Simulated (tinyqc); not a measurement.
What moves the results: buckled dimers of a reconstructed (001) surface, two dangling bonds a dimer. A value that a table varies takes the place of the one given here.

In a dimer one atom moves up by z and the other down by z; the dangling bond of the up atom (more s-like) falls by gm z and that of the down atom rises by gm z. With all dimers tilted alike: H(k) = [[-gm z - 2 ta cos k, -tp - 2 tx cos k], [., gm z - 2 ta cos k]], k along the row in 1/a. Two electrons a dimer fill the lowest N of the 2N levels on the mesh k_j = (j + 1/2) pi/N. Total energy a dimer: W(z) = (2/N) sum of the filled levels + kf z^2. Repulsion between electrons is left out.

Parameters, chosen for this exercise (of the size met on Ge(001); the results hold for these values, not for the real material):
- tp = 0.17 eV (pi coupling inside a dimer)
- ta = 0.11 eV (coupling between like atoms along the row)
- tx = 0.04 eV (diagonal coupling along the row)
- gm = 1.74 eV/angstrom (shift of a dangling bond with height)
- kf = 6.3 eV/angstrom^2 (force constant of buckling)
- N = 12 (k points)

## Energy against buckling

W relative to z = 0; gap as lowest upper less highest lower level on 201 points from 0 to pi.

Per dimer (eV):
```
z (angstrom)  band energy  elastic        W      gap
0.00               0.0000   0.0000   0.0000  -0.1000
0.05              -0.0279   0.0158  -0.0121  -0.0501
0.10              -0.1248   0.0630  -0.0618   0.0605
0.15              -0.2616   0.1417  -0.1198   0.1975
0.20              -0.4126   0.2520  -0.1606   0.3479
0.30              -0.7346   0.5670  -0.1676   0.6685
0.40              -1.0685   1.0080  -0.0605   1.0013
0.50              -1.4077   1.5750   0.1673   1.3398
0.60              -1.7498   2.2680   0.5182   1.6814
```

W is lowest at z = 0.3 among these rows (-0.1676 eV). The band energy falls as z^2 at first and linearly, as -2 gm z, once gm z is far above tp, so the elastic term always wins at large z. The gap opens near z = 0.073 angstrom.

## Strong pi bonds keep dimers flat

tp is varied; z minimises W on 0 to 1 angstrom; gap on 201 points; charge moved: the mean of gm z/sqrt((gm z)^2 + h^2) over the mesh, h the off-diagonal element.

Against tp:
```
tp (eV)  z (angstrom)  gain (eV)  gap (eV)  charge moved (e)
0.10           0.2684     0.1978    0.5281             0.972
0.20           0.2501     0.1622    0.5289             0.906
0.30           0.2161     0.0719    0.5303             0.783
0.45           0.1051     0.0028    0.5334             0.381
0.60           0.0000     0.0000    0.7600             0.000
0.80           0.0000     0.0000    1.1600             0.000
1.00           0.0000     0.0000    1.5600             0.000
1.30           0.0000     0.0000    2.1600             0.000
1.60           0.0000     0.0000    2.7600             0.000
```

Dimers buckle for tp up to 0.45 eV among these rows; for an isolated dimer the limit is gm^2/kf = 0.481 eV. While buckled, the splitting, on average over k, stays near 2 gm^2/kf = 0.961 eV whatever tp is, and beyond the limit it follows 2 tp; the gap is smaller by the width of the bands, about 4 ta = 0.44 eV.

## Tilting alike or in alternation

Alternation doubles the cell: sites L1, R1, L2, R2 with levels -gm z, +gm z, +gm z, -gm z, -tp inside a dimer, -2 ta cos k between L1-L2 and R1-R2, -2 tx cos k between L1-R2 and R1-L2, on k_j = (j + 1/2) pi/(2N); the lowest half of the levels is filled. Energies a dimer; gaps on these meshes.

Two patterns:
```
z (angstrom)  W alike (eV)  W alternating (eV)  difference (meV)  gap alike (eV)  gap alternating (eV)
0.05               -0.3808             -0.4176             -36.8         -0.0465                0.1626
0.10               -0.4304             -0.4825             -52.1          0.0640                0.3250
0.15               -0.4885             -0.5371             -48.6          0.2010                0.4908
0.20               -0.5293             -0.5726             -43.4          0.3515                0.6578
0.30               -0.5362             -0.5702             -34.0          0.6721                0.9927
0.40               -0.4291             -0.4564             -27.3          1.0050                1.3281
0.50               -0.2014             -0.2240             -22.6          1.3435                1.6638
```

The lowest W listed is -0.5362 eV for like tilts and -0.5726 eV for alternation; the difference at equal z runs from -52.1 to -22.6 meV. With alternation ta joins filled up atoms to empty down atoms and gains energy in second order, about 2 ta^2/(gm z) a dimer at large z, while tx does so for like tilts; here ta = 0.11 and tx = 0.04 eV. At z = 0.3 the gap is 0.672 eV alike and 0.993 eV alternating.

## What each parameter does

z minimises W on 0 to 1 angstrom; gain over flat dimers; gap on 201 points from 0 to pi. Each row changes one parameter from the base and keeps the others.

Results:
```
case                     z (angstrom)  gain (eV)  gap (eV)
base                           0.2570     0.1779    0.5286
tp = 0.145 eV                  0.2619     0.1867    0.5284
ta = 0.14 eV                   0.2570     0.1236    0.4086
tx = 0.07 eV                   0.2544     0.1899    0.5440
gm = 1.879 eV/angstrom         0.2830     0.2485    0.6871
kf = 5.67 eV/angstrom^2        0.2896     0.2248    0.6345
```

The largest shifts from the base row, up to three for each result and ties (the steps differ in size, so this ranks the rows, not the parameters). z (angstrom): kf +0.0326, gm +0.0260, tp +0.0048; unchanged at the printed digits by ta. gain (eV): gm +0.0706, ta -0.0543, kf +0.0469. gap (eV): gm +0.1584, ta -0.1200, kf +0.1059.

tinyqc: `OMP_NUM_THREADS=1 python tinyqc.py 1451869 1451870 out.jsonl`; about 0.02 s, one thread, shared Intel(R) Xeon(R) Processor @ 2.30GHz.
